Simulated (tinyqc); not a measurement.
Worked calculation: one-electron ion in a basis of Gaussians. One step of it, computed by the program tinyqc.

Task: Generalised eigenproblem. Solve H C = S C e through S^(-1/2); each column has its largest component positive (the first on a tie).

H = T + V (hartree), lower triangle:
```
,1,2,3,4
1,-10.339796
2,-11.648053,-15.247807
3,-10.096435,-17.534806,3.673596
4,-7.498180,-18.748754,1.592383,191.520512
```

S, lower triangle:
```
,1,2,3,4
1,1.000000
2,0.650084,1.000000
3,0.245332,0.650010,1.000000
4,0.078195,0.245287,0.650000,1.000000
```

Give: eigenvalues of S; eigenvalues; coefficients.

Result:

eigenvalues of S: 0.140  0.424  1.131  2.304

eigenvalues (hartree): -17.910  -3.127  43.351  364.297

coefficients:
```
,1,2,3,4
1,0.197,1.266,-0.525,-0.167
2,0.698,-0.819,1.412,0.551
3,0.218,-0.115,-1.351,-1.252
4,0.040,-0.026,-0.001,1.394
```

For Z = 6 and l = 0 the exact lowest level is -Z^2/(2 n^2) with n = l + 1: -18.000000 hartree.
